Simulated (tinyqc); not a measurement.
# Sheet resistance and Hall data of a diffused or implanted layer, step by step

A worked calculation. Computed by tinyqc, a small Python program that keeps every step. Command: `OMP_NUM_THREADS=1 python tinyqc.py 3020443 3020444 out.jsonl layer walk`. One thread of a shared host (Intel(R) Xeon(R) Processor @ 2.30GHz), about 0.01 s of CPU time with the checks. Intermediate numbers are printed to about 6 digits and carried at full precision; extremes and crossings named in words are read from the listed rows.

Carriers are taken equal to the net active doping down to the junction (full ionisation, which deep dopants in wide-gap hosts do not reach; no spill-over, no depletion), and the Hall factor is 1.

Inputs (values chosen for the exercise, modelled on boron in silicon):
```
quantity                                 value        unit
mu_min                                      46  cm^2/(V s)
mu_max                                     472  cm^2/(V s)
N_ref                                  2.3e+17      1/cm^3
exponent alpha                            0.72           -
peak concentration N_0                 7.7e+20      1/cm^3
length scale l                             600          nm
background doping N_B (opposite type)  6.6e+16      1/cm^3
probe current I                              1          mA
magnetic field B                           0.3           T
solubility limit N_s                   1.7e+20      1/cm^3
```

Profile: complementary error function. Activation: limited by solubility.

Constants: e = 1.602176634e-19 C.

## Dose and junction depth

N(x) = N_0 erfc(x/l), dose N_0 l/sqrt(pi), junction x_j = l erfc^-1(N_B/N_0).

dose = 2.60656e+16 1/cm^2

junction depth x_j = 1666.44 nm

## Profile

Mobility mu = mu_min + (mu_max - mu_min)/(1 + (N_t/N_ref)^alpha), N_t = active doping + N_B; carriers n = active doping - N_B, active doping min(N, N_s). sigma = e n mu.

Depth, doping, carriers, mobility and conductivity at 2, 10, 20, 35, 50, 65, 80, 90 and 98 % of the layer:
```
x (nm)    N (1/cm^3)   n (1/cm^3)  mu (cm^2/(V s))  sigma (S/cm)
33.33    7.21787e+20  1.69934e+20           49.632   1.35129e+03
166.64   5.34749e+20  1.69934e+20           49.632   1.35129e+03
333.29   3.32733e+20  1.69934e+20           49.632   1.35129e+03
583.25   1.30293e+20  1.30227e+20           50.390   1.05137e+03
833.22   3.81456e+19  3.80796e+19           56.468   3.44513e+02
1083.19  8.22138e+18  8.15538e+18           75.984   9.92840e+01
1333.15  1.29087e+18  1.22487e+18          138.829   2.72445e+01
1499.80  3.13927e+17  2.47927e+17          220.928   8.77574e+00
1633.11  9.12194e+16  2.52194e+16          287.991   1.16365e+00
```

The mobility varies by a factor 5.8 across these points and the conductivity by 1160.

## Sheet values

Integrals from x_0 (0 unless stated) to x_j by the midpoint rule on 400 even intervals: 1/R_s = e int n mu dx; sheet density n_s = int n dx; Hall sheet density (int n mu dx)^2/int n mu^2 dx; Hall mobility int n mu^2 dx/int n mu dx. Mean conductivity 1/(R_s x_j); mean mobility 1/(e n_s R_s).

sheet resistance R_s = 9.93864 ohm

sheet density n_s = 1.23052e+16 1/cm^2

mean mobility = 51.0358 cm^2/(V s)

Hall sheet density = 1.21177e+16 1/cm^2

Hall mobility = 51.8254 cm^2/(V s)

mean conductivity 1/(R_s x_j) = 603.787 S/cm

Carriers amount to 47.2 % of the dose, the rest being above the solubility limit or compensated. A Hall measurement weights the mobile tail and reports 98.5 % of n_s.

## What the probes read

Collinear four-point probe on a large thin layer: V = I R_s ln(2)/pi. Van der Pauw on a symmetric sample: R = R_s ln(2)/pi as well. Hall voltage V_H = I B/(e x Hall sheet density); tangent of the Hall angle V_H/(I R_s).

four-point voltage = 2.19282 mV

Hall voltage = 0.0154522 mV

tangent of the Hall angle = 0.00155476

## Shortcuts against the integral

Shortcuts: R_s = 1/(e Q mu) with the dose Q and the mobility at the (active) peak concentration; 1/(e n_s mu) with mu at N_t = n_s/x_j + N_B; 1/(e Q mu_max).

Sheet resistances:
```
method                                   R_s (ohm)  deviation (%)
integral                                   9.93864         0.0000
dose, mobility at the peak                 4.82464       -51.4557
n_s, mobility at the mean concentration    9.64836        -2.9207
dose, mu_max                               0.50732       -94.8955
```

The closest shortcut is «n_s, mobility at the mean concentration» (-2.9 %). Counting inactive dopants as carriers underestimates R_s.

## Stripping the layer step by step

After removing a depth d the integrals start at d. Differences between neighbouring rows give the local conductivity -d(1/R_s)/dx at the middle of the slice (the last slice uses one more step, not listed).

Differential sheet resistance:
```
removed d (nm)  R_s (ohm)  slice conductivity (S/cm)  sigma at mid-slice (S/cm)
0                    9.94                    1351.27                    1351.29
170                 12.88                    1351.32                    1351.29
340                 18.29                    1351.28                    1351.29
510                 31.54                    1016.72                    1002.22
680                 69.36                     486.54                     475.73
850                162.70                     215.13                     209.15
1020               401.75                      91.67                      88.93
1190              1074.55                      38.41                      37.33
```

R_s doubles after removing between 340 and 510 nm of a layer 1670 nm deep, so half the current flows above that depth. Where sigma exceeds a tenth of its largest listed value, the slice values agree with it within 3 %.

Checks made by the program: conductance integral against adaptive quadrature (relative difference 4e-07).
